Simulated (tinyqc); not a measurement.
Worked calculation: Hubbard chain of 4 sites. Computed by tinyqc, a small Python program that keeps every step. Settings: hopping = 1.78, U = 10.0, mixing = 0.2, iteration cap = 51. Command: `OMP_NUM_THREADS=1 python tinyqc.py 20298 20299 out.jsonl` (the two numbers bound the seeds that draw the settings). One thread of a shared host (Intel(R) Xeon(R) Processor @ 2.60GHz), about 0.3 s of CPU time with the checks. Later iterations appear only in the table of the cycle.

## Mean-field iteration 1

one-body matrix (hopping and site energies) (eV), lower triangle:
```
          1         2         3        4
1   0.00000
2  -1.78000   0.00000
3   0.00000  -1.78000   0.00000
4   0.00000   0.00000  -1.78000  0.00000
```

U = 10.00000 eV

electrons, up and down: 2  2

mixing = 0.20000

n(up) at the start (a guess, not normalised): 1 0.80000, 2 0.20000, 3 0.80000, 4 0.20000

n(down) at the start (a guess): 1 0.20000, 2 0.80000, 3 0.20000, 4 0.80000

H(up) = T + U n(down), H(down) = T + U n(up); fill the lowest levels; n(new) = n + mixing (n(out) - n); E = tr T (rho up + rho down) + U sum n_up n_down of the output.

levels, up (eV): 0.84128  1.80466  8.19534  9.15872

levels, down (eV): 0.84128  1.80466  8.19534  9.15872

energy = -1.66134 eV

n(up) after iteration 1: 1 0.82788, 2 0.18185, 3 0.81815, 4 0.17212

n(down) after iteration 1: 1 0.17212, 2 0.81815, 3 0.18185, 4 0.82788

## Mean-field iteration 2

As before.

levels, up (eV): 0.68648  1.56914  8.43086  9.31352

levels, down (eV): 0.68648  1.56914  8.43086  9.31352

energy = -1.72610 eV

n(up) after iteration 2: 1 0.85145, 2 0.16549, 3 0.83451, 4 0.14855

n(down) after iteration 2: 1 0.14855, 2 0.83451, 3 0.16549, 4 0.85145

## Convergence

Each step fills the lowest levels of T + U n(other spin) and sets n(new) = n + mixing (n(out) - n); stop when output and input agree to 1e-8.

Course of the cycle:
```
iteration      E (eV)  largest |n(out) - n(in)|  mean |n_up - n_down|
1          -1.6613403                  1.39e-01               0.83012
2          -1.7260960                  1.18e-01               0.84570
3          -1.7692580                  9.91e-02               0.85771
4          -1.7981927                  8.29e-02               0.86709
5          -1.8176970                  6.91e-02               0.87447
6          -1.8309117                  5.75e-02               0.88034
7          -1.8399064                  4.77e-02               0.88505
8          -1.8460540                  3.95e-02               0.88885
9          -1.8502708                  3.27e-02               0.89193
10         -1.8531723                  2.71e-02               0.89444
11         -1.8551742                  2.24e-02               0.89650
...               ...                       ...                   ...
41         -1.8597132                  1.28e-04               0.90637
42         -1.8597132                  1.07e-04               0.90638
43         -1.8597132                  9.01e-05               0.90638
44         -1.8597132                  7.56e-05               0.90639
45         -1.8597132                  6.34e-05               0.90639
46         -1.8597132                  5.32e-05               0.90640
47         -1.8597132                  4.46e-05               0.90640
48         -1.8597133                  3.74e-05               0.90640
49         -1.8597133                  3.14e-05               0.90640
50         -1.8597133                  2.63e-05               0.90641
51         -1.8597133                  2.21e-05               0.90641
```

Not converged within 51 iterations: the residual falls steadily but slowly, by a factor of about 0.84 a step. The lowest mean-field energy found from random starts is -1.85971 eV. Reruns (cap 100 unless said): mixing 0.5: converged in 33 (E = -1.85971); mixing 0.9: converged in 14 (E = -1.85971); the original settings with a cap of 400: converged in 95 (E = -1.85971).

## Exact diagonalisation (36 states)

Lowest levels of the sector, and the double occupancy of the lowest state.

lowest levels (eV): -2.68998  -1.94343  -1.16475  -0.77764  -0.35928  0.00000

double occupancy per site = 0.05446

## The lowest level by Lanczos steps

From a random start vector (not printed): a_j = <q_j|H|q_j>, b_j = norm of the remainder after orthogonalising; the Ritz value is the lowest eigenvalue of the tridiagonal matrix of a and b so far.

Lanczos:
```
j   a_j (eV)  b_j (eV)  lowest Ritz value (eV)
1    6.98428   5.44320               6.9842786
2    8.27312   9.38756               2.1474858
3   12.46227   5.82053              -1.5165316
4   10.33433   4.21036              -2.2581272
5    5.64739   6.96434              -2.4230929
6   10.68098   5.85095              -2.5986538
7   14.59583   3.67020              -2.6665264
8    7.47325   5.82056              -2.6743366
9    5.89364   6.34783              -2.6802971
10  15.48627   5.35426              -2.6852564
```
